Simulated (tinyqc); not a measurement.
Inside a calculation. Method: Hueckel theory of the pi electrons, for the molecule C=Cc1cccc[cH+]c1 (SMILES; centres numbered as the heavy atoms are written). Computed by tinyqc, a small Python program that keeps every step. Settings: charge = 1. Command: `OMP_NUM_THREADS=1 python tinyqc.py 25044 25045 out.jsonl` (the two numbers bound the seeds that draw the settings). One thread of a shared host (Intel(R) Xeon(R) Processor @ 2.60GHz), about 0.01 s of CPU time with the checks.

## The Hueckel matrix

Centres:
```
centre  z_r, pi electrons of the neutral centre         h
1C                                            1  0.000000
2C                                            1  0.000000
3C                                            1  0.000000
4C                                            1  0.000000
5C                                            1  0.000000
6C                                            1  0.000000
7C                                            1  0.000000
8C                                            1  0.000000
9C                                            1  0.000000
```

Bonds:
```
i  j  k
1  2  1
2  3  1
3  4  1
4  5  1
5  6  1
6  7  1
7  8  1
8  9  1
9  3  1
```

H_rr = alpha + h_r beta, H_rs = k_rs beta for bonded centres.

Hueckel matrix in units of beta (H = alpha + beta A), order 1C, 2C, 3C, 4C, 5C, 6C, 7C, 8C, 9C:
```
[[0.000000, 1.000000, 0.000000, 0.000000, 0.000000, 0.000000, 0.000000, 0.000000, 0.000000],
 [1.000000, 0.000000, 1.000000, 0.000000, 0.000000, 0.000000, 0.000000, 0.000000, 0.000000],
 [0.000000, 1.000000, 0.000000, 1.000000, 0.000000, 0.000000, 0.000000, 0.000000, 1.000000],
 [0.000000, 0.000000, 1.000000, 0.000000, 1.000000, 0.000000, 0.000000, 0.000000, 0.000000],
 [0.000000, 0.000000, 0.000000, 1.000000, 0.000000, 1.000000, 0.000000, 0.000000, 0.000000],
 [0.000000, 0.000000, 0.000000, 0.000000, 1.000000, 0.000000, 1.000000, 0.000000, 0.000000],
 [0.000000, 0.000000, 0.000000, 0.000000, 0.000000, 1.000000, 0.000000, 1.000000, 0.000000],
 [0.000000, 0.000000, 0.000000, 0.000000, 0.000000, 0.000000, 1.000000, 0.000000, 1.000000],
 [0.000000, 0.000000, 1.000000, 0.000000, 0.000000, 0.000000, 0.000000, 1.000000, 0.000000]]
```

## Orbitals

pi electrons, sum of z_r less the charge = 8

Diagonalise; E = alpha + x beta with beta < 0, so the largest x are filled first; degenerate levels share their electrons. P = sum n_i c_ri c_si; each orbital has its largest coefficient positive (the first on a tie).

x values: [2.124795, 1.540596, 1.246980, 0.807171, -0.337931, -0.445042, -1.101947, -1.801938, -2.032684]

occupations: [2.000000, 2.000000, 2.000000, 2.000000, 0.000000, 0.000000, 0.000000, 0.000000, 0.000000]

coefficients, order 1C, 2C, 3C, 4C, 5C, 6C, 7C, 8C, 9C:
```
[[0.143030, -0.276516, 0.000000, 0.594926, 0.500667, 0.000000, -0.512501, 0.000000, 0.189259],
 [0.303910, -0.425999, 0.000000, 0.480207, -0.169191, 0.000000, 0.564749, 0.000000, -0.384704],
 [0.502717, -0.379776, 0.000000, -0.207317, -0.443492, 0.000000, -0.109822, 0.000000, 0.592722],
 [0.382130, -0.079541, 0.417907, -0.323774, 0.159530, 0.521121, -0.221866, 0.231921, -0.410057],
 [0.309230, 0.257235, 0.521121, -0.054024, 0.389582, -0.231921, 0.354306, -0.417907, 0.240793],
 [0.274922, 0.475837, 0.231921, 0.280167, -0.291182, -0.417907, -0.168561, 0.521121, -0.079399],
 [0.274922, 0.475837, -0.231921, 0.280167, -0.291182, 0.417907, -0.168561, -0.521121, -0.079399],
 [0.309230, 0.257235, -0.521121, -0.054024, 0.389582, 0.231921, 0.354306, 0.417907, 0.240793],
 [0.382130, -0.079541, -0.417907, -0.323774, 0.159530, -0.521121, -0.221866, -0.231921, -0.410057]]
```

charge and bond-order matrix P, order 1C, 2C, 3C, 4C, 5C, 6C, 7C, 8C, 9C:
```
[[0.901712, 0.893904, 0.107159, -0.231942, -0.118081, 0.148849, 0.148849, -0.118081, -0.231942],
 [0.893904, 1.008871, 0.430020, -0.010922, -0.083093, 0.030768, 0.030768, -0.083093, -0.010922],
 [0.107159, 0.430020, 0.879868, 0.578869, 0.137927, -0.201174, -0.201174, 0.137927, 0.578869],
 [-0.231942, -0.010922, 0.578869, 0.863650, 0.665953, 0.146835, -0.240850, -0.205166, 0.165067],
 [-0.118081, -0.083093, 0.137927, 0.665953, 0.872558, 0.626278, 0.142843, -0.213710, -0.205166],
 [0.148849, 0.030768, -0.201174, 0.146835, 0.626278, 0.868566, 0.653417, 0.142843, -0.240850],
 [0.148849, 0.030768, -0.201174, -0.240850, 0.142843, 0.653417, 0.868566, 0.626278, 0.146835],
 [-0.118081, -0.083093, 0.137927, -0.205166, -0.213710, 0.142843, 0.626278, 0.872558, 0.665953],
 [-0.231942, -0.010922, 0.578869, 0.165067, -0.205166, -0.240850, 0.146835, 0.665953, 0.863650]]
```

## Energy, charges, bond orders

E = sum n x; q_r = z_r - P_rr; bond order p = P_rs; free valence = sqrt(3) - sum of p over the bonds of the atom.

pi energy = 8 alpha + this times beta = 11.439082

pi charges: [0.098288, -0.008871, 0.120132, 0.136350, 0.127442, 0.131434, 0.131434, 0.127442, 0.136350]

Bond orders and lengths from R = 1.517 - 0.180 p (angstrom, C-C alone):
```
bond         p         R
1-2   0.893904  1.356097
2-3   0.430020  1.439596
3-4   0.578869  1.412804
4-5   0.665953  1.397128
5-6   0.626278  1.404270
6-7   0.653417  1.399385
7-8   0.626278  1.404270
8-9   0.665953  1.397128
9-3   0.578869  1.412804
```

free valence of the carbons: [0.838147, 0.408128, 0.144293, 0.487228, 0.439820, 0.452356, 0.452356, 0.439820, 0.487228]

gap between the highest filled and the next level = 1.145102 |beta|
